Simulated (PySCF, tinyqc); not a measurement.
Worked calculation (part 1 of 2): RKS/BP86 in the sto-3g basis, for BeH+, spin multiplicity 1. The lowest restricted solution is unstable here: a spin-polarised one lies 0.0115 hartree lower (PySCF). Computed by tinyqc, a small Python program that keeps every step (integrals from PySCF). Settings: charge = 1, multiplicity = 1, basis = sto-3g, energy threshold = 1e-10, iteration cap = 63, orthogonalisation = symmetric, start = highest core orbitals, DIIS depth = 4, DIIS from iteration = 2, damping = 0.2, method = RKS, functional = b88,p86, grid = [10, 86]. Command: `OMP_NUM_THREADS=1 python tinyqc.py 20135 20136 out.jsonl` (the two numbers bound the seeds that draw the settings). One thread of a shared host (Intel(R) Xeon(R) Processor @ 2.60GHz), about 1 s of CPU time with the checks. Later iterations appear only in the table of the cycle.

## One-electron integrals

Geometry (angstrom):
```
atom         x         y         z
Be    0.000000  0.000000  0.000000
H     0.000000  0.000000  2.596000
```

Basis sto-3g: exponents (1/bohr^2) and contraction coefficients of normalised primitives:
```
element  l (shell)   exponent  coefficient
Be           s (1)  30.167871     0.154329
Be           s (1)   5.495115     0.535328
Be           s (1)   1.487193     0.444635
Be           s (2)   1.314833    -0.099967
Be           s (2)   0.305539     0.399513
Be           s (2)   0.099371     0.700115
Be           p (3)   1.314833     0.155916
Be           p (3)   0.305539     0.607684
Be           p (3)   0.099371     0.391957
H            s (1)   3.425251     0.154329
H            s (1)   0.623914     0.535328
H            s (1)   0.168855     0.444635
```

Overlap, kinetic and nuclear-attraction integrals over the contracted functions; the nuclear repulsion is the sum of Za Zb / Rab.

nuclear repulsion = 0.81537321 hartree

overlap S, order 1Be 1s, 1Be 2s, 1Be 2px, 1Be 2py, 1Be 2pz, 2H 1s:
```
[[1.000000, 0.259517, 0.000000, 0.000000, 0.000000, 0.003411],
 [0.259517, 1.000000, 0.000000, 0.000000, 0.000000, 0.107762],
 [0.000000, 0.000000, 1.000000, 0.000000, 0.000000, 0.000000],
 [0.000000, 0.000000, 0.000000, 1.000000, 0.000000, 0.000000],
 [0.000000, 0.000000, 0.000000, 0.000000, 1.000000, 0.160396],
 [0.003411, 0.107762, 0.000000, 0.000000, 0.160396, 1.000000]]
```

kinetic energy T (hartree), order 1Be 1s, 1Be 2s, 1Be 2px, 1Be 2py, 1Be 2pz, 2H 1s:
```
[[6.693975, -0.033012, 0.000000, 0.000000, 0.000000, -0.002415],
 [-0.033012, 0.211111, 0.000000, 0.000000, 0.000000, -0.007603],
 [0.000000, 0.000000, 0.660592, 0.000000, 0.000000, 0.000000],
 [0.000000, 0.000000, 0.000000, 0.660592, 0.000000, 0.000000],
 [0.000000, 0.000000, 0.000000, 0.000000, 0.660592, 0.002403],
 [-0.002415, -0.007603, 0.000000, 0.000000, 0.002403, 0.760032]]
```

nuclear attraction V (hartree), order 1Be 1s, 1Be 2s, 1Be 2px, 1Be 2py, 1Be 2pz, 2H 1s:
```
[[-14.764935, -1.952147, 0.000000, 0.000000, -0.004796, -0.024276],
 [-1.952147, -2.516912, 0.000000, 0.000000, -0.051711, -0.196240],
 [0.000000, 0.000000, -2.488972, 0.000000, 0.000000, 0.000000],
 [0.000000, 0.000000, 0.000000, -2.488972, 0.000000, 0.000000],
 [-0.004796, -0.051711, 0.000000, 0.000000, -2.516985, -0.286208],
 [-0.024276, -0.196240, 0.000000, 0.000000, -0.286208, -2.041978]]
```

core Hamiltonian H = T + V (hartree), order 1Be 1s, 1Be 2s, 1Be 2px, 1Be 2py, 1Be 2pz, 2H 1s:
```
[[-8.070960, -1.985159, 0.000000, 0.000000, -0.004796, -0.026691],
 [-1.985159, -2.305801, 0.000000, 0.000000, -0.051711, -0.203844],
 [0.000000, 0.000000, -1.828380, 0.000000, 0.000000, 0.000000],
 [0.000000, 0.000000, 0.000000, -1.828380, 0.000000, 0.000000],
 [-0.004796, -0.051711, 0.000000, 0.000000, -1.856393, -0.283806],
 [-0.026691, -0.203844, 0.000000, 0.000000, -0.283806, -1.281946]]
```

## Two-electron integrals

Functions are numbered as in S; the eight-fold symmetry (ij|kl) = (ji|kl) = (kl|ij) leaves the list below.

Two-electron integrals (ij|kl) in chemists' order, unique and non-zero (hartree):
```
(11|11) 2.298831   (21|11) 0.392036   (21|21) 0.079539   (22|11) 0.570988
(22|21) 0.143041   (22|22) 0.417683   (31|31) 0.014607   (32|31) 0.021888
(32|32) 0.092265   (33|11) 0.569578   (33|21) 0.143083   (33|22) 0.417589
(33|33) 0.449859   (41|41) 0.014607   (42|41) 0.021888   (42|42) 0.092265
(43|43) 0.024249   (44|11) 0.569578   (44|21) 0.143083   (44|22) 0.417589
(44|33) 0.401360   (44|44) 0.449859   (51|51) 0.014607   (52|51) 0.021888
(52|52) 0.092265   (53|53) 0.024249   (54|54) 0.024249   (55|11) 0.569578
(55|21) 0.143083   (55|22) 0.417589   (55|33) 0.401360   (55|44) 0.401360
(55|55) 0.449859   (61|11) 0.004886   (61|21) 0.001003   (61|22) 0.001860
(61|33) 0.001843   (61|44) 0.001843   (61|51) 0.000118   (61|52) 0.000226
(61|55) 0.001896   (61|61) 0.000014   (62|11) 0.033535   (62|21) 0.008639
(62|22) 0.030621   (62|33) 0.029305   (62|44) 0.029305   (62|51) 0.001041
(62|52) 0.008287   (62|55) 0.033214   (62|61) 0.000127   (62|62) 0.005279
(63|31) 0.000433   (63|32) 0.002624   (63|53) 0.001123   (63|63) 0.000267
(64|41) 0.000433   (64|42) 0.002624   (64|54) 0.001123   (64|64) 0.000267
(65|11) 0.046485   (65|21) 0.012026   (65|22) 0.043583   (65|33) 0.041381
(65|44) 0.041381   (65|51) 0.001589   (65|52) 0.012692   (65|55) 0.047931
(65|61) 0.000178   (65|62) 0.008108   (65|65) 0.012526   (66|11) 0.203840
(66|21) 0.052899   (66|22) 0.203133   (66|33) 0.194166   (66|44) 0.194166
(66|51) 0.004793   (66|52) 0.050862   (66|55) 0.220815   (66|61) 0.000758
(66|62) 0.051814   (66|65) 0.082678   (66|66) 0.774606
```

## Orthogonalisation

S = U s U^T; symmetric (Loewdin) form X = U s^(-1/2) U^T, so that X^T S X = 1.

eigenvalues of S: [0.711525, 0.854940, 1.000000, 1.000000, 1.142054, 1.291481]

X, order 1Be 1s, 1Be 2s, 1Be 2px, 1Be 2py, 1Be 2pz, 2H 1s:
```
[[1.026754, -0.136448, 0.000000, 0.000000, -0.001304, 0.009524],
 [-0.136448, 1.031461, 0.000000, 0.000000, 0.006966, -0.057305],
 [0.000000, 0.000000, 1.000000, 0.000000, 0.000000, 0.000000],
 [0.000000, 0.000000, 0.000000, 1.000000, 0.000000, 0.000000],
 [-0.001304, 0.006966, 0.000000, 0.000000, 1.009922, -0.082153],
 [0.009524, -0.057305, 0.000000, 0.000000, -0.082153, 1.014575]]
```

## Starting guess

The start is the highest orbitals of the core Hamiltonian (a deliberately bad start); D = 2 C_occ C_occ^T.

D at the start, order 1Be 1s, 1Be 2s, 1Be 2px, 1Be 2py, 1Be 2pz, 2H 1s:
```
[[0.000673, -0.003254, 0.000000, 0.000000, -0.004831, 0.037368],
 [-0.003254, 0.015742, 0.000000, 0.000000, 0.023367, -0.180749],
 [0.000000, 0.000000, 1.741620, 0.670820, 0.000000, 0.000000],
 [0.000000, 0.000000, 0.670820, 0.258380, 0.000000, 0.000000],
 [-0.004831, 0.023367, 0.000000, 0.000000, 0.034686, -0.268302],
 [0.037368, -0.180749, 0.000000, 0.000000, -0.268302, 2.075358]]
```

## Iteration 1: exchange-correlation on the grid

Becke grid with 10 radial and 86 angular points per atom, points of zero weight dropped. rho = sum D_ij phi_i phi_j; V_xc,ij = sum w v_xc phi_i phi_j plus the gradient terms; v_xc is d(rho eps)/d rho at fixed gradient.

The 16 grid points with the largest w rho, of 1717 (bohr, atomic units):
```
x                  y          z         w       rho  |grad rho|^2     eps_xc       v_xc
-1.717594  -0.693170   0.000000  0.507226  0.061506      0.004562  -0.346519  -0.439307
1.717594    0.693170   0.000000  0.507226  0.061506      0.004562  -0.346519  -0.439307
-1.852191   0.000000   0.000000  0.495705  0.053591      0.003957  -0.333404  -0.419924
1.852191    0.000000   0.000000  0.495705  0.053591      0.003957  -0.333404  -0.419924
1.579027    0.684575   0.684575  0.477056  0.053362      0.003947  -0.333019  -0.419321
-1.579027  -0.684575   0.684575  0.477056  0.053362      0.003947  -0.333019  -0.419321
-1.286077  -1.286077   0.350182  0.509976  0.049736      0.003664  -0.326606  -0.409711
1.286077    1.286077   0.350182  0.509976  0.049736      0.003664  -0.326606  -0.409711
-1.579027  -0.684575  -0.684575  0.477094  0.052909      0.003897  -0.332210  -0.418170
1.579027    0.684575  -0.684575  0.477094  0.052909      0.003897  -0.332210  -0.418170
-1.286077  -1.286077  -0.350182  0.509984  0.049485      0.003644  -0.326151  -0.409029
1.286077    1.286077  -0.350182  0.509984  0.049485      0.003644  -0.326151  -0.409029
1.717594    0.000000   0.693170  0.507185  0.046426      0.003417  -0.320535  -0.400459
-1.717594   0.000000   0.693170  0.507185  0.046426      0.003417  -0.320535  -0.400459
-1.717594   0.000000  -0.693170  0.507227  0.045968      0.003373  -0.319656  -0.399163
1.717594    0.000000  -0.693170  0.507227  0.045968      0.003373  -0.319656  -0.399163
```

electrons on the grid, sum of w rho = 3.985639

E_xc = sum of w rho eps_xc = -1.37331505 hartree

V_xc (hartree), order 1Be 1s, 1Be 2s, 1Be 2px, 1Be 2py, 1Be 2pz, 2H 1s:
```
[[-0.209784, -0.077105, 0.000000, 0.000000, 0.000565, -0.000935],
 [-0.077105, -0.248246, 0.000000, 0.000000, -0.001698, -0.029130],
 [0.000000, 0.000000, -0.329616, -0.050257, 0.000000, 0.000000],
 [0.000000, 0.000000, -0.050257, -0.215963, 0.000000, 0.000000],
 [0.000565, -0.001698, 0.000000, 0.000000, -0.199242, -0.045394],
 [-0.000935, -0.029130, 0.000000, 0.000000, -0.045394, -0.518546]]
```

## Iteration 1: building the Kohn-Sham matrix

J_ij = sum D_kl (ij|kl); F = H + J + V_xc; E = tr D H + tr D J / 2 + E_xc + E_nn.

Coulomb J (hartree), order 1Be 1s, 1Be 2s, 1Be 2px, 1Be 2py, 1Be 2pz, 2H 1s:
```
[[1.553236, 0.393409, 0.000000, 0.000000, 0.009609, 0.005220],
 [0.393409, 1.242947, 0.000000, 0.000000, 0.099867, 0.161869],
 [0.000000, 0.000000, 1.277438, 0.032534, 0.000000, 0.000000],
 [0.000000, 0.000000, 0.032534, 1.205502, 0.000000, 0.000000],
 [0.009609, 0.099867, 0.000000, 0.000000, 1.245035, 0.247589],
 [0.005220, 0.161869, 0.000000, 0.000000, 0.247589, 1.945859]]
```

Kohn-Sham matrix F (hartree), order 1Be 1s, 1Be 2s, 1Be 2px, 1Be 2py, 1Be 2pz, 2H 1s:
```
[[-6.727509, -1.668854, 0.000000, 0.000000, 0.005378, -0.022406],
 [-1.668854, -1.311100, 0.000000, 0.000000, 0.046458, -0.071104],
 [0.000000, 0.000000, -0.880559, -0.017723, 0.000000, 0.000000],
 [0.000000, 0.000000, -0.017723, -0.838841, 0.000000, 0.000000],
 [0.005378, 0.046458, 0.000000, 0.000000, -0.810600, -0.081611],
 [-0.022406, -0.071104, 0.000000, 0.000000, -0.081611, 0.145367]]
```

total energy of this density = -3.50022274 hartree

This density is the starting one.

## Iteration 1: diagonalisation and new density

Diagonalise F' = X^T F X, C = X C', fill 2 alpha and 2 beta electrons from the bottom; D = 2 C_occ C_occ^T; the new density keeps 0.2 of the old one (damping). Each column has its largest component positive (the first on a tie).

F' = X^T F X (hartree):
```
[[-6.649333, -0.671502, 0.000000, 0.000000, -0.001554, 0.012423],
 [-0.671502, -1.041182, 0.000000, 0.000000, 0.046421, -0.027577],
 [0.000000, 0.000000, -0.880559, -0.017723, 0.000000, 0.000000],
 [0.000000, 0.000000, -0.017723, -0.838841, 0.000000, 0.000000],
 [-0.001554, 0.046421, 0.000000, 0.000000, -0.811571, -0.032117],
 [0.012423, -0.027577, 0.000000, 0.000000, -0.032117, 0.162939]]
```

orbital energies (hartree): [-6.728631, -0.975326, -0.887071, -0.832328, -0.800018, 0.164827]

coefficients C, order 1Be 1s, 1Be 2s, 1Be 2px, 1Be 2py, 1Be 2pz, 2H 1s:
```
[[1.003660, -0.246080, 0.000000, 0.000000, -0.068771, 0.017768],
 [-0.014495, 0.999044, 0.000000, 0.000000, 0.283269, -0.085573],
 [0.000000, 0.000000, 0.938635, -0.344912, 0.000000, 0.000000],
 [0.000000, 0.000000, 0.344912, 0.938635, 0.000000, 0.000000],
 [-0.001043, -0.266127, 0.000000, 0.000000, 0.970716, -0.116740],
 [0.001450, -0.016728, 0.000000, 0.000000, -0.053918, 1.017987]]
```

D after iteration 1, order 1Be 1s, 1Be 2s, 1Be 2px, 1Be 2py, 1Be 2pz, 2H 1s:
```
[[1.708755, -0.417279, 0.000000, 0.000000, 0.102141, 0.016389],
 [-0.417279, 1.600427, 0.000000, 0.000000, -0.420698, -0.062923],
 [0.000000, 0.000000, 0.348324, 0.134164, 0.000000, 0.000000],
 [0.000000, 0.000000, 0.134164, 0.051676, 0.000000, 0.000000],
 [0.102141, -0.420698, 0.000000, 0.000000, 0.120256, -0.046540],
 [0.016389, -0.062923, 0.000000, 0.000000, -0.046540, 0.415523]]
```

## Iteration 2: exchange-correlation on the grid

As before.

The 16 grid points with the largest w rho, of 1717 (bohr, atomic units):
```
x                  y          z         w       rho  |grad rho|^2     eps_xc       v_xc
1.286077    0.350182  -1.286077  0.509984  0.035258      0.001684  -0.294843  -0.368290
-1.286077  -0.350182  -1.286077  0.509984  0.035258      0.001684  -0.294843  -0.368290
-0.693170   0.000000  -1.717594  0.507227  0.035368      0.001709  -0.295167  -0.368598
0.693170    0.000000  -1.717594  0.507227  0.035368      0.001709  -0.295167  -0.368598
0.000000    0.000000  -1.852191  0.495707  0.035483      0.001721  -0.295449  -0.368969
0.000000   -0.693170  -1.717594  0.507227  0.034093      0.001610  -0.292116  -0.364287
0.000000    0.693170  -1.717594  0.507227  0.034093      0.001610  -0.292116  -0.364287
1.069363    1.069363  -1.069363  0.512878  0.033490      0.001546  -0.290574  -0.362285
-1.069363  -1.069363  -1.069363  0.512878  0.033490      0.001546  -0.290574  -0.362285
1.286077   -0.350182  -1.286077  0.509984  0.033095      0.001525  -0.289641  -0.360871
-1.286077   0.350182  -1.286077  0.509984  0.033095      0.001525  -0.289641  -0.360871
-0.684575  -0.684575  -1.579027  0.477094  0.035054      0.001681  -0.294408  -0.367560
0.684575    0.684575  -1.579027  0.477094  0.035054      0.001681  -0.294408  -0.367560
1.717594    0.000000  -0.693170  0.507227  0.032071      0.001429  -0.286995  -0.357342
-1.717594   0.000000  -0.693170  0.507227  0.032071      0.001429  -0.286995  -0.357342
1.579027    0.684575  -0.684575  0.477094  0.033376      0.001516  -0.290206  -0.361978
```

electrons on the grid, sum of w rho = 4.029720

E_xc = sum of w rho eps_xc = -2.42903421 hartree

V_xc (hartree), order 1Be 1s, 1Be 2s, 1Be 2px, 1Be 2py, 1Be 2pz, 2H 1s:
```
[[-1.431532, -0.202055, 0.000000, 0.000000, 0.005243, -0.002420],
 [-0.202055, -0.301163, 0.000000, 0.000000, 0.039645, -0.021868],
 [0.000000, 0.000000, -0.311453, -0.008314, 0.000000, 0.000000],
 [0.000000, 0.000000, -0.008314, -0.293053, 0.000000, 0.000000],
 [0.005243, 0.039645, 0.000000, 0.000000, -0.288438, -0.032600],
 [-0.002420, -0.021868, 0.000000, 0.000000, -0.032600, -0.331510]]
```

## Iteration 2: building the Kohn-Sham matrix

As before.

Coulomb J (hartree), order 1Be 1s, 1Be 2s, 1Be 2px, 1Be 2py, 1Be 2pz, 2H 1s:
```
[[4.887427, 0.926688, 0.000000, 0.000000, -0.013716, 0.011571],
 [0.926688, 1.818585, 0.000000, 0.000000, -0.054243, 0.128170],
 [0.000000, 0.000000, 1.821085, 0.006507, 0.000000, 0.000000],
 [0.000000, 0.000000, 0.006507, 1.806698, 0.000000, 0.000000],
 [-0.013716, -0.054243, 0.000000, 0.000000, 1.819997, 0.183283],
 [0.011571, 0.128170, 0.000000, 0.000000, 0.183283, 0.999345]]
```

Kohn-Sham matrix F (hartree), order 1Be 1s, 1Be 2s, 1Be 2px, 1Be 2py, 1Be 2pz, 2H 1s:
```
[[-4.615066, -1.260526, 0.000000, 0.000000, -0.013269, -0.017540],
 [-1.260526, -0.788380, 0.000000, 0.000000, -0.066309, -0.097542],
 [0.000000, 0.000000, -0.318748, -0.001807, 0.000000, 0.000000],
 [0.000000, 0.000000, -0.001807, -0.314735, 0.000000, 0.000000],
 [-0.013269, -0.066309, 0.000000, 0.000000, -0.324834, -0.133123],
 [-0.017540, -0.097542, 0.000000, 0.000000, -0.133123, -0.614111]]
```

total energy of this density = -12.90097495 hartree

This density is a damped mixture and is not idempotent.

## Iteration 2: diagonalisation and new density

As before.

F' = X^T F X (hartree):
```
[[-4.526921, -0.601209, 0.000000, 0.000000, -0.006938, 0.014477],
 [-0.601209, -0.561473, 0.000000, 0.000000, -0.060130, -0.029784],
 [0.000000, 0.000000, -0.318748, -0.001807, 0.000000, 0.000000],
 [0.000000, 0.000000, -0.001807, -0.314735, 0.000000, 0.000000],
 [-0.006938, -0.060130, 0.000000, 0.000000, -0.314181, -0.056336],
 [0.014477, -0.029784, 0.000000, 0.000000, -0.056336, -0.603376]]
```

orbital energies (hartree): [-4.616148, -0.625993, -0.475224, -0.319442, -0.314041, -0.288586]

coefficients C, order 1Be 1s, 1Be 2s, 1Be 2px, 1Be 2py, 1Be 2pz, 2H 1s:
```
[[0.995589, -0.068820, -0.267716, 0.000000, 0.000000, 0.072990],
 [0.016515, 0.235387, 0.977208, 0.000000, 0.000000, -0.274315],
 [0.000000, 0.000000, 0.000000, 0.933546, -0.358459, 0.000000],
 [0.000000, 0.000000, 0.000000, 0.358459, 0.933546, 0.000000],
 [0.003581, 0.148173, 0.255861, 0.000000, 0.000000, 0.969180],
 [-0.001748, 0.914794, -0.400119, 0.000000, 0.000000, -0.206252]]
```

D after iteration 2, order 1Be 1s, 1Be 2s, 1Be 2px, 1Be 2py, 1Be 2pz, 2H 1s:
```
[[1.935245, -0.083067, 0.000000, 0.000000, 0.009817, -0.100237],
 [-0.083067, 0.409173, 0.000000, 0.000000, -0.028240, 0.331898],
 [0.000000, 0.000000, 0.069665, 0.026833, 0.000000, 0.000000],
 [0.000000, 0.000000, 0.026833, 0.010335, 0.000000, 0.000000],
 [0.009817, -0.028240, 0.000000, 0.000000, 0.059200, 0.207558],
 [-0.100237, 0.331898, 0.000000, 0.000000, 0.207558, 1.422066]]
```

## Iteration 20 (converged): orbitals

converged F (hartree), order 1Be 1s, 1Be 2s, 1Be 2px, 1Be 2py, 1Be 2pz, 2H 1s:
```
[[-4.154073, -1.201034, 0.000000, 0.000000, 0.004172, -0.016672],
 [-1.201034, -0.771357, 0.000000, 0.000000, 0.000335, -0.084947],
 [0.000000, 0.000000, -0.300518, 0.000000, 0.000000, 0.000000],
 [0.000000, 0.000000, 0.000000, -0.300518, 0.000000, 0.000000],
 [0.004172, 0.000335, 0.000000, 0.000000, -0.308281, -0.112890],
 [-0.016672, -0.084947, 0.000000, 0.000000, -0.112890, -0.426286]]
```

Diagonalise F' = X^T F X, C = X C', fill 2 alpha and 2 beta electrons from the bottom; D = 2 C_occ C_occ^T. Each column has its largest component positive (the first on a tie).

F' = X^T F X (hartree):
```
[[-4.057306, -0.604031, 0.000000, 0.000000, 0.001863, 0.015749],
 [-0.604031, -0.551474, 0.000000, 0.000000, 0.005716, -0.033406],
 [0.000000, 0.000000, -0.300518, 0.000000, 0.000000, 0.000000],
 [0.000000, 0.000000, 0.000000, -0.300518, 0.000000, 0.000000],
 [0.001863, 0.005716, 0.000000, 0.000000, -0.298509, -0.056080],
 [0.015749, -0.033406, 0.000000, 0.000000, -0.056080, -0.414111]]
```

orbital energies (hartree): [-4.158487, -0.476263, -0.412837, -0.300518, -0.300518, -0.273813]

coefficients C, order 1Be 1s, 1Be 2s, 1Be 2px, 1Be 2py, 1Be 2pz, 2H 1s:
```
[[0.990096, -0.231493, 0.193993, 0.000000, 0.000000, -0.037699],
 [0.035907, 0.783036, -0.672253, 0.000000, 0.000000, 0.139658],
 [0.000000, 0.000000, 0.000000, 0.924089, -0.382178, 0.000000],
 [0.000000, 0.000000, 0.000000, 0.382178, 0.924089, 0.000000],
 [-0.000683, 0.123037, 0.313401, 0.000000, 0.000000, 0.955711],
 [-0.002733, 0.546972, 0.714603, 0.000000, 0.000000, -0.479210]]
```

D after iteration 20, order 1Be 1s, 1Be 2s, 1Be 2px, 1Be 2py, 1Be 2pz, 2H 1s:
```
[[2.067757, -0.291432, 0.000000, 0.000000, -0.058316, -0.258653],
 [-0.291432, 1.228869, 0.000000, 0.000000, 0.192636, 0.856401],
 [0.000000, 0.000000, 0.000000, 0.000000, 0.000000, 0.000000],
 [0.000000, 0.000000, 0.000000, 0.000000, 0.000000, 0.000000],
 [-0.058316, 0.192636, 0.000000, 0.000000, 0.030277, 0.134600],
 [-0.258653, 0.856401, 0.000000, 0.000000, 0.134600, 0.598372]]
```

Within a degenerate level the vectors are fixed only up to a rotation; this is one choice.
